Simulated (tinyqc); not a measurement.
Hubbard chain of 6 sites, step by step. Computed by tinyqc, a small Python program that keeps every step. Settings: hopping = 0.51, U = 3.4, mixing = 1, iteration cap = 56. Command: `OMP_NUM_THREADS=1 python tinyqc.py 22142 22143 out.jsonl` (the two numbers bound the seeds that draw the settings). One thread of a shared host (Intel(R) Xeon(R) Processor @ 2.60GHz), about 0.3 s of CPU time with the checks.

one-body matrix (hopping and site energies) (eV):
```
,1,2,3,4,5,6
1,-0.7700,-0.5100,0.0000,0.0000,0.0000,0.0000
2,-0.5100,0.7900,-0.5100,0.0000,0.0000,0.0000
3,0.0000,-0.5100,0.5300,-0.5100,0.0000,0.0000
4,0.0000,0.0000,-0.5100,-0.9300,-0.5100,0.0000
5,0.0000,0.0000,0.0000,-0.5100,0.5800,-0.5100
6,0.0000,0.0000,0.0000,0.0000,-0.5100,0.2000
```

U = 3.4000 eV

electrons, up and down: 2  1

n(up) at the start (a guess, not normalised): 1 0.3330, 2 0.3330, 3 0.3330, 4 0.3330, 5 0.3330, 6 0.3330

n(down) at the start (a guess): 1 0.1670, 2 0.1670, 3 0.1670, 4 0.1670, 5 0.1670, 6 0.1670

Each step fills the lowest levels of T + U n(other spin) and sets n(new) = n + mixing (n(out) - n); stop when output and input agree to 1e-8.

Course of the cycle:
```
iteration,E (eV),largest |n(out) - n(in)|,mean |n_up - n_down|
1,-1.059752,6.44e-01,0.1667
2,0.287097,7.99e-01,0.1685
3,-0.776691,8.41e-01,0.1667
4,0.265728,8.46e-01,0.1667
5,-0.755807,8.48e-01,0.1667
6,0.257490,8.48e-01,0.1667
7,-0.754070,8.48e-01,0.1667
8,0.256705,8.48e-01,0.1667
9,-0.753918,8.48e-01,0.1667
10,0.256632,8.48e-01,0.1667
11,-0.753905,8.48e-01,0.1667
...,...,...,...
46,0.256625,8.48e-01,0.1667
47,-0.753904,8.48e-01,0.1667
48,0.256625,8.48e-01,0.1667
49,-0.753904,8.48e-01,0.1667
50,0.256625,8.48e-01,0.1667
51,-0.753904,8.48e-01,0.1667
52,0.256625,8.48e-01,0.1667
53,-0.753904,8.48e-01,0.1667
54,0.256625,8.48e-01,0.1667
55,-0.753904,8.48e-01,0.1667
56,0.256625,8.48e-01,0.1667
```

Can the last value be used, and what does the course show?

Not by the stop rule. Not converged within 56 iterations: the residual has stopped falling: the iteration swings between two states. The lowest mean-field energy found from random starts is -2.32052 eV. Reruns (cap 100 unless said): mixing 0.2: not converged; mixing 0.5: converged in 51 (E = -2.32052); mixing 0.9: not converged; the original settings with a cap of 400: not converged.
